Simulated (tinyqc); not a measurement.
Tersoff bond-order potential: one step, computed by the program tinyqc. Command: `OMP_NUM_THREADS=1 python tinyqc.py 3001675 3001676 out.jsonl tersoff walk`. One thread of a shared host (Intel(R) Xeon(R) Processor @ 2.30GHz), about 0.01 s of CPU time with the checks.

E = (1/2) sum_(i, j != i) [A exp(-lambda r_ij) - b_ij B exp(-mu r_ij)], b_ij = (1 + (beta zeta_ij)^n)^(-1/(2n)), zeta_ij = sum_(k != i, j) g(theta_ijk), g = 1 + c^2/d^2 - c^2/(d^2 + (h - cos theta)^2), with theta at atom i. Only nearest neighbours count (cut-off function 1 for them, 0 beyond).

Question. An open trimer. Atom 1 binds atoms 2 and 3, which do not interact. b_12 = b_13 follow from zeta = g(theta); b_21 = b_31 = 1. E = sum over the two bonds of A exp(-lambda r) - (b + 1)/2 B exp(-mu r).

Inputs (values chosen for the exercise, modelled on silicon): A = 1864.3 eV; B = 475.4 eV; lambda = 2.4799 1/angstrom; mu = 1.7322 1/angstrom; beta = 1.12e-06; n = 0.7953; c = 100600; d = 16.25; h = -0.5944; bond length r_12 = 2.25 angstrom; bond length r_13 = 2.32 angstrom; angle theta at atom 1 = 162 degrees.

Give: g(theta); bond order b_12; repulsive terms; attractive terms B exp(-mu r); energy of the trimer.

Answer.

g(theta) = 18454

bond order b_12 = 0.9723

repulsive terms (eV): [7.035, 5.914]

attractive terms B exp(-mu r) (eV): [9.648, 8.546]

energy of the trimer = -4.993 eV

g is least (g = 1) at cos theta = h, 126.5 degrees, wider than the tetrahedral 109.47.
